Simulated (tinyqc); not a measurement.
# Spin coating of a resist or spin-on film: centrifugal thinning, evaporation and the final thickness (Emslie and Meyerhofer models), step by step

A worked calculation. Computed by tinyqc, a small Python program that keeps every step. Command: `OMP_NUM_THREADS=1 python tinyqc.py 3110266 3110267 out.jsonl spincoat walk`. One thread of a shared host (Intel(R) Xeon(R) Processor @ 2.30GHz), about 0.09 s of CPU time with the checks. Intermediate numbers are printed to about 7 digits and carried at full precision; extremes and crossings named in words are read from the listed rows.

A Newtonian film stays uniform over the wafer; solvent and solids have the same density and the concentration is uniform through the thickness.

Inputs (values chosen for the exercise, of the order of those of a polymer resist in an ester solvent):

| quantity | value | unit |
|---|---|---|
| solids volume fraction c0 | 0.21 | - |
| kinematic viscosity of the solvent nu_s | 0.98 | mm^2/s |
| viscosity constant k | 820 | mm^2/s |
| viscosity exponent gamma | 2.1 | - |
| spin speed f | 6000 | rpm |
| evaporation rate at 1000 rpm e0 | 0.073 | micrometre/s |
| starting thickness h0 | 200 | micrometre |
| time t | 0.44 | s |
| wafer radius R | 50 | mm |
| shrinkage in the bake | 14 | % |

## Rates

omega = 2 pi f/60; nu(c) = nu_s + k c^gamma; evaporation rate e = e0 sqrt(f/1000 rpm). Flow constant K = 2 omega^2/(3 nu(c0)); Reynolds number of the air omega R^2/nu_air with nu_air = 15 mm^2/s.

omega = 628.3185 1/s

nu(c0) = 31.91673 mm^2/s

evaporation rate e = 0.1788128 micrometre/s

flow constant K = 0.008246129 1/(micrometre^2 s)

Reynolds number of the air = 104719.8

## Thinning without evaporation

dh/dt = -K h^3 gives h = h0/sqrt(1 + 2 K h0^2 t); for long times h = 1/sqrt(2 K t).

h(t) without evaporation = 11.71890 micrometre

long-time form = 11.73907 micrometre

time 1/(2 K h0^2) = 0.001515863 s

The long-time form is within 0.17 %: the starting thickness is forgotten.

## The two-stage estimate

Meyerhofer estimate: flow rules until (1 - c0) K h^3 = e, then evaporation alone: h_w = (e/((1 - c0) K))^(1/3), dry film c0 h_w.

wet thickness h_w = 3.016526 micrometre

dry film, estimate = 633.4705 nm

drying time (1 - c0) h_w/e = 13.32710 s

## First explicit step of the full model

Solids s and liquid l per area start at s = c0 h0, l = (1 - c0) h0. With h = h0 and c = c0: Q = K h^3, K = 2 omega^2/(3 nu); one Euler step of length dt = 0.01 h0/Q for s and l, ds/dt = -c Q, dl/dt = -(1 - c) Q - e.

Q = 65969.03 micrometre/s

dt = 3.031726e-05 s

s = 41.58 micrometre

l = 156.4200 micrometre

Q/e at the start = 368928.0

## The full model

Full model for solids s and liquid l per area, h = s + l, c = s/h: ds/dt = -c Q, dl/dt = -(1 - c) Q - e, Q = 2 omega^2 h^3/(3 nu(c)); integrated adaptively (relative tolerance 1e-9) until l = 0. Dry film = s at l = 0, before the bake; film after the bake = s x (1 - shrinkage).

time to dry = 17.10484 s

dry film = 696.8842 nm

film after the bake = 599.3204 nm

## Course in time

Times are fractions of the time to dry.

History:

| fraction | t (s) | h (micrometre) | c | nu (mm^2/s) | Q/e | s (nm) |
|---|---|---|---|---|---|---|
| 0.003 | 5.131452e-02 | 33.87678 | 0.2100389 | 31.9287 | 1.792233e+03 | 7115.440 |
| 0.010 | 1.710484e-01 | 18.74097 | 0.2102304 | 31.9881 | 3.028713e+02 | 3939.921 |
| 0.030 | 5.131452e-01 | 10.84226 | 0.2111908 | 32.2863 | 5.810469e+01 | 2289.785 |
| 0.100 | 1.710484e+00 | 5.90916 | 0.2173521 | 34.2351 | 8.871052e+00 | 1284.368 |
| 0.200 | 3.420968e+00 | 4.11496 | 0.2316150 | 38.9835 | 2.630785e+00 | 953.086 |
| 0.350 | 5.986694e+00 | 2.98154 | 0.2645506 | 51.2238 | 7.615894e-01 | 788.769 |
| 0.500 | 8.552420e+00 | 2.31263 | 0.3153083 | 73.6171 | 2.472915e-01 | 729.191 |
| 0.700 | 1.197339e+01 | 1.62611 | 0.4322314 | 141.8499 | 4.461618e-02 | 702.857 |
| 0.900 | 1.539436e+01 | 1.00331 | 0.6950316 | 382.9449 | 3.881844e-03 | 697.332 |

Q/e drops below 1 between t = 3.4 and 6.0 s, when c has risen from 0.21 to about 0.265; after that row the solids fall by a further 12 %. The full model gives 1.10 times the two-stage estimate.

## Spin curve

The formulas are those given above.

Dry film against speed:

| f (rpm) | full model (nm) | estimate (nm) | time to dry (s) |
|---|---|---|---|
| 500 | 2413.928 | 2194.406 | 205.0546 |
| 1000 | 1706.975 | 1551.679 | 102.5830 |
| 1500 | 1393.753 | 1266.941 | 68.4010 |
| 2000 | 1207.031 | 1097.203 | 51.3053 |
| 3000 | 985.540 | 895.863 | 34.2066 |
| 4000 | 853.504 | 775.840 | 25.6561 |
| 6000 | 696.884 | 633.470 | 17.1048 |

The full thickness goes as f^-0.500; the estimate as (e/omega^2)^(1/3) = f^(-1/2). The time to dry goes as f^-1.00. A thickness window of 1 % allows a speed error of about 2 %.

Checks made by the program: constant-viscosity run against c0 h0 exp(-int K h^2 dt) (relative difference 1e-05).
